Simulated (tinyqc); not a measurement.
Inside a calculation. Method: empirical pseudopotential in a few plane waves. Computed by tinyqc, a small Python program that keeps every step. Settings: plane-wave index or count = 15. Command: `OMP_NUM_THREADS=1 python tinyqc.py 23960 23961 out.jsonl` (the two numbers bound the seeds that draw the settings). One thread of a shared host (Intel(R) Xeon(R) Processor @ 2.60GHz), about 0.2 s of CPU time with the checks.

## Bloch Hamiltonian at k

Parameters chosen for this model: fcc lattice, atoms at +/- a/8 (1,1,1); form factors in rydberg at |G|^2 in units of (2 pi/a)^2:
```
parameter                 value      unit
a                      5.960000  angstrom
VS(3)                 -0.249000        Ry
VS(8)                  0.028000        Ry
VS(11)                 0.049000        Ry
VA(3)                         0        Ry
VA(4)                         0        Ry
VA(11)                        0        Ry
hbar^2/2m (2 pi/a)^2   4.234383        eV
```

k point k (2 pi / a): [0.3000, -0.4400, 0.2600]

Basis: the 15 shortest G (labels in 2 pi/a), the same at every k. H(G,G') = c |k + G|^2 delta + VS(|G-G'|^2) cos((G-G').tau) + i VA sin((G-G').tau), tau = a/8 (1,1,1); 1 Ry = 13.605693 eV.

H(k) at k (eV):
```
         +0+0+0   -1-1-1   -1-1+1   -1+1-1   -1+1+1   +1-1-1   +1-1+1   +1+1-1
+0+0+0   1.4871   2.3955  -2.3955  -2.3955  -2.3955  -2.3955  -2.3955  -2.3955
-1-1-1   2.3955  13.1740   0.0000   0.0000  -0.3810   0.0000  -0.3810  -0.3810
-1-1+1  -2.3955   0.0000  17.5778   0.3810   0.0000   0.3810   0.0000   0.0000
-1+1-1  -2.3955   0.0000   0.3810   5.7215   0.0000   0.3810   0.0000   0.0000
-1+1+1  -2.3955  -0.3810   0.0000   0.0000  10.1253   0.0000   0.3810   0.3810
+1-1-1  -2.3955   0.0000   0.3810   0.3810   0.0000  18.2553   0.0000   0.0000
+1-1+1  -2.3955  -0.3810   0.0000   0.0000   0.3810   0.0000  22.6590   0.3810
+1+1-1  -2.3955  -0.3810   0.0000   0.0000   0.3810   0.0000   0.3810  10.8028
+1+1+1   2.3955   0.0000  -0.3810  -0.3810   0.0000  -0.3810   0.0000   0.0000
-2+0+0   0.0000  -2.3955  -2.3955  -2.3955   2.3955   0.4714  -0.4714  -0.4714
+0-2+0   0.0000  -2.3955  -2.3955   0.4714  -0.4714  -2.3955   2.3955  -0.4714
+0+0-2   0.0000  -2.3955   0.4714  -2.3955  -0.4714  -2.3955  -0.4714   2.3955
+0+0+2   0.0000  -0.4714   2.3955  -0.4714  -2.3955  -0.4714  -2.3955   0.4714
+0+2+0   0.0000  -0.4714  -0.4714   2.3955  -2.3955  -0.4714   0.4714  -2.3955
+2+0+0   0.0000  -0.4714  -0.4714  -0.4714   0.4714   2.3955  -2.3955  -2.3955

         +1+1+1   -2+0+0   +0-2+0   +0+0-2   +0+0+2   +0+2+0   +2+0+0
+0+0+0   2.3955   0.0000   0.0000   0.0000   0.0000   0.0000   0.0000
-1-1-1   0.0000  -2.3955  -2.3955  -2.3955  -0.4714  -0.4714  -0.4714
-1-1+1  -0.3810  -2.3955  -2.3955   0.4714   2.3955  -0.4714  -0.4714
-1+1-1  -0.3810  -2.3955   0.4714  -2.3955  -0.4714   2.3955  -0.4714
-1+1+1   0.0000   2.3955  -0.4714  -0.4714  -2.3955  -2.3955   0.4714
+1-1-1  -0.3810   0.4714  -2.3955  -2.3955  -0.4714  -0.4714   2.3955
+1-1+1   0.0000  -0.4714   2.3955  -0.4714  -2.3955   0.4714  -2.3955
+1+1-1   0.0000  -0.4714  -0.4714   2.3955   0.4714  -2.3955  -2.3955
+1+1+1  15.2065  -0.4714  -0.4714  -0.4714  -2.3955  -2.3955  -2.3955
-2+0+0  -0.4714  13.3434   0.3810   0.3810  -0.3810  -0.3810   0.0000
+0-2+0  -0.4714   0.3810  25.8772   0.3810  -0.3810   0.0000  -0.3810
+0+0-2  -0.4714   0.3810   0.3810  14.0209   0.0000  -0.3810  -0.3810
+0+0+2  -2.3955  -0.3810  -0.3810   0.0000  22.8284   0.3810   0.3810
+0+2+0  -2.3955  -0.3810   0.0000  -0.3810   0.3810  10.9721   0.3810
+2+0+0  -2.3955   0.0000  -0.3810  -0.3810   0.3810   0.3810  23.5059
```

## Levels at k

Diagonalise the Hermitian matrix.

eigenvalues (eV): [-1.5832, 3.5748, 7.5153, 7.7028, 10.7416, 13.0368, 13.5513, 15.2362, 17.0576, 17.6780, 18.3914, 22.1414, 24.8597, 25.9549, 29.6986]

## Bands along a path

The same steps at evenly spaced points between the labelled ones.

Bands along the path (eV), lowest eight:
```
k          band 1  band 2  band 3  band 4   band 5   band 6   band 7   band 8
L         -0.7152  2.2435  7.7936  7.7936  10.2052  13.3663  13.3663  17.5719
L-G 0.33  -1.6468  3.6181  7.8398  7.8398  10.2724  13.2230  13.2230  16.0886
L-G 0.67  -2.4709  6.0090  8.1925  8.1925  10.4701  12.8148  12.8148  13.1799
G         -2.7640  8.4490  8.4490  8.4490   9.1001  12.3222  12.3222  12.3222
G-X 0.33  -2.3702  5.8451  7.7849  7.7849  11.5775  11.6226  13.6285  13.6285
G-X 0.67  -1.2063  3.2514  6.9988  6.9988  10.9599  11.5095  16.3047  16.3047
X          0.6732  1.0719  6.8615  6.8615  10.5897  11.2184  19.5821  19.5821
```

With 4 band(s) filled, the highest filled level on these points lies at G and the lowest empty one at G: a gap of 0.6511 eV, direct. This holds for the small fixed basis; with all plane waves up to |k + G|^2 = 21 (2 pi/a)^2 the gap along the path is 1.41 eV.

## Convergence with the number of plane waves

Levels at G counted from the fourth one.

Levels (eV):
```
plane waves   level 1  level 5  level 8
9            -15.0861        0   1.5238
15           -11.2129   0.6511   3.8732
27           -10.6128   1.2517   3.4885
51           -10.5760   1.4161   3.6494
59           -10.6052   1.4444   3.4857
65           -10.6165   1.4444   3.4639
89           -10.5938   1.4296   3.4826
```
